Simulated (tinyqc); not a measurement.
# Absorption edge of a degenerate semiconductor, band filling against gap narrowing: two studies

n-type, parabolic bands, full ionisation. eta = (EF - Ec)/kB T solves N = Nc F12(eta), F12(x) = (2/sqrt(pi)) int_0^infinity sqrt(u)/(1 + exp(u - x)) du. The gap shrinks rigidly by dEg = a3 y^(1/3) + a4 y^(1/4) + a2 y^(1/2), y = N/1e18 cm^-3, an empirical law that is here taken as the true narrowing.

Inputs (values chosen for the exercise); band and dielectric values close to those of In0.53Ga0.47As: temperature T = 400 K; band gap Eg = 0.751 eV; conduction-band density of states at 400 K, from me Nc = 3.23e17 cm^-3; electron mass me = 0.0412 m0; hole mass mh = 0.445 m0; coefficient of (N/1e18)^(1/3) a3 = 13.9 meV; coefficient of (N/1e18)^(1/4) a4 = 9.6 meV; coefficient of (N/1e18)^(1/2) a2 = 4.7 meV.

Constants: q = 1.602176634e-19 C, kB = 1.380649e-23 J/K, Vt = kB T/q. Results are converted to the units shown.

Each table varies one quantity; the others keep the values above.

## The optical edge against doping

Vertical transitions need an empty final state: the edge is taken where the state lies 4 kB T below EF, E_opt = Eg - dEg + (1 + me/mh) max(eta - 4, 0) kB T; wavelength h c/(q E_opt).

Results:
```
N (cm^-3)       eta  dEg (meV)  filling shift (meV)  E_opt (eV)
5.7e16       -1.672      11.16                    0      0.7398
2.4e17     -0.03698      17.66                    0      0.7333
4.9e17       0.9422      22.28                    0      0.7287
1e18          2.181      28.20                    0      0.7228
2.1e18        3.995      36.17                    0      0.7148
4.3e18        6.665      46.17                100.4      0.8052
8.8e18        10.87      59.17                258.7      0.9506
1.8e19        17.59      76.14                511.9       1.187
3.7e19        28.49      98.58                922.2       1.575
```

Estimate the missing row, N = 1.2e17 cm^-3.

Computed row:
```
N (cm^-3)      eta  dEg (meV)  filling shift (meV)  E_opt (eV)
1.2e17     -0.8595      14.13                    0      0.7369
```

With this row back in the table: E_opt goes from 0.740 through a minimum of 0.715 (at N = 2.1e18 cm^-3 among the rows listed) to 1.57 eV, against Eg = 0.751 eV; the filling shift is 0 while eta is below 4. At the end narrowing grows as N^(0.36) and EF - Ec as N^(0.67). Filling therefore wins at high density. For N = 4.3e18, 8.8e18, 1.8e19, 3.7e19 EF lies more than 0.2 eV in the band, where non-parabolicity lowers it markedly.

## Approximations to the Fermi level

With u = N/Nc: Boltzmann ln u; Joyce-Dixon ln u + 0.353553 u - 4.95009e-3 u^2 + 1.48386e-4 u^3 - 4.42563e-6 u^4; degenerate limit (3 sqrt(pi) u/4)^(2/3). The Einstein ratio is D/(mu Vt) = F12/Fm, Fm(x) = dF12/dx = (1/sqrt(pi)) int_0^infinity u^(-1/2)/(1 + exp(u - x)) du.

Result of one run:
```
N (cm^-3)   N/Nc    eta  Boltzmann  Joyce-Dixon  degenerate  D/(mu Vt)
2.2e18     6.811  4.136      1.919        4.134       4.344      3.058
```

What becomes of these results when the ionised donor density N is changed from 2.2e18 to 1e18 cm^-3, all else the same?

Result of the changed run:
```
N (cm^-3)   N/Nc    eta  Boltzmann  Joyce-Dixon  degenerate  D/(mu Vt)
1e18       3.096  2.181      1.130        2.181       2.568      2.011
```

The whole series:
```
N (cm^-3)     N/Nc      eta  Boltzmann  Joyce-Dixon  degenerate  D/(mu Vt)
1.8e16     0.05573   -2.868     -2.887       -2.868      0.1764      1.020
4.1e16      0.1269   -2.019     -2.064       -2.019      0.3054      1.045
9.1e16      0.2817   -1.168     -1.267       -1.168      0.5196      1.099
2e17        0.6192  -0.2623    -0.4793      -0.2623      0.8783      1.215
4.5e17       1.393   0.8149     0.3316       0.8149       1.508      1.474
1e18         3.096    2.181      1.130        2.181       2.568      2.011
2.2e18       6.811    4.136      1.919        4.134       4.344      3.058
5e18         15.48    7.396      2.740        7.323       7.509      5.087
1.1e19       34.06    12.64      3.528        9.735       12.70      8.513
```

Boltzmann is within 0.1 of eta up to N/Nc = 0.28, Joyce-Dixon within 0.01 up to 6.8, and the degenerate limit is off by 0.065 in the last row. The Einstein ratio rises from 1.02 to 8.51: degenerate carriers diffuse faster for the same mobility.

Range of the model: Band tails, non-parabolic bands and incomplete ionisation are left out.

Numbers from tinyqc (`OMP_NUM_THREADS=1 python tinyqc.py 2330081 2330082 out.jsonl`; about 0.01 s on one thread of a shared Intel Xeon 2.30GHz).
